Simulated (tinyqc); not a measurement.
Gate sweep: ballistic transport through the one-dimensional subbands of a rectangular nanowire or nanosheet channel. Computed by tinyqc, a small Python program. Command: `OMP_NUM_THREADS=1 python tinyqc.py 3020647 3020648 out.jsonl wire walk`. One thread of a shared host (Intel(R) Xeon(R) Processor @ 2.30GHz), about 0.03 s of CPU time with the checks.

Hard walls, parabolic subbands, transport along x. Energies are counted from the bulk conduction band edge at the top of the barrier, which the gate pulls down by U; the source Fermi level lies at the bulk edge when U = 0.

Inputs (values chosen for the exercise, modelled on silicon):
```
quantity,value,unit
light mass m_t,0.18,m_0
heavy mass m_l,0.906,m_0
height a,2.8,nm
width b,5.6,nm
equivalent oxide thickness t,1.1,nm
drain voltage V_D,0.05,V
temperature T,150,K
```

Valleys: silicon [100] wire.

Constants: hbar^2/(2 m_0) = 3.80998212 eV angstrom^2; k_B = 8.617333262e-05 eV/K; m_0 = 9.1093837015e-31 kg; k_B = 1.380649e-23 J/K; hbar = 1.054571817e-34 J s; eps_0 = 8.8541878128e-12 F/m; e = 1.602176634e-19 C; h = 6.62607015e-34 J s.

Method:
- E_pq = (hbar^2 pi^2/2)(p^2/(m_y b^2) + q^2/(m_z a^2)); valley pairs: (m_x, m_y, m_z) = (m_t, m_t, m_l), (m_t, m_l, m_t), (m_l, m_t, m_t), each with degeneracy g = 2; the 10 lowest subbands are kept.
- F_j(eta) = (1/Gamma(j + 1)) int_0^infinity x^j/(1 + exp(x - eta)) dx, F_0 = ln(1 + exp(eta)). Integrals over x = E/(k_B T) use 160 Gauss-Legendre points in u = sqrt(x) from 0 to sqrt(max(eta, 0) + 32).
- With degeneracy g = 2, eta_i = (U - E_i)/(k_B T) and u = e V_D/(k_B T): line density n = sum_i g sqrt(2 m_x k_B T/pi)/(2 hbar) [F_-1/2(eta_i) + F_-1/2(eta_i - u)]; gate: e n = C_ox (V_G - U/e), C_ox = 3.9 eps_0 2 (a + b)/t (flat-plate estimate); I = (2 e k_B T/h) sum_i g [F_0(eta_i) - F_0(eta_i - u)].
- Open modes are sum_i g/(1 + exp(-eta_i)). The last column is e dn/dV_G over C_ox, taken up to the next row.

Subbands:
```
valley axis,p,q,E (meV),m_x (m_0)
z,1,1,119.555,0.180
z,1,2,278.373,0.180
y,1,1,279.696,0.180
z,2,1,319.401,0.180
y,2,1,319.401,0.180
x,1,1,333.077,0.906
y,3,1,385.575,0.180
z,2,2,478.219,0.180
y,4,1,478.219,0.180
x,2,1,532.923,0.906
```

Against the gate voltage:
```
V_G (V),U (meV),n (1/nm),I (microampere),open modes,C_g/C_ox
-0.18,-180.00,1.2267e-11,1.6902e-10,1.7236e-10,8.5304e-08
-0.08,-80.00,2.8092e-08,3.8706e-07,3.9472e-07,7.5869e-04
0.04,39.91,2.9971e-04,4.1312e-03,4.2086e-03,3.1239e-01
0.17,129.30,1.3398e-01,2.1953e+00,1.3600e+00,6.4720e-01
0.27,164.58,3.4702e-01,5.9983e+00,1.9410e+00,6.9254e-01
0.40,204.55,6.4337e-01,7.6345e+00,2.0104e+00,6.4781e-01
0.54,253.86,9.4190e-01,8.2967e+00,2.5289e+00,7.7948e-01
0.70,289.14,1.3524e+00,1.2636e+01,5.1606e+00,8.6466e-01
0.87,312.15,1.8363e+00,1.9469e+01,7.5036e+00,9.0981e-01
1.10,332.89,2.5251e+00,2.7606e+01,9.9232e+00,-
```

What follows from these numbers?

Between the first two rows the current rises one decade per 30 mV, against the limit ln(10) k_B T/e = 30 mV. Above threshold C_g/C_ox lies between 0.65 and 0.91: the quantum capacitance in series costs a visible part. It dips where a subband has filled past its van Hove peak and recovers when the next one opens or the drain starts to fill the band.

Extremes, crossings and ranges named in words are read from the listed rows.
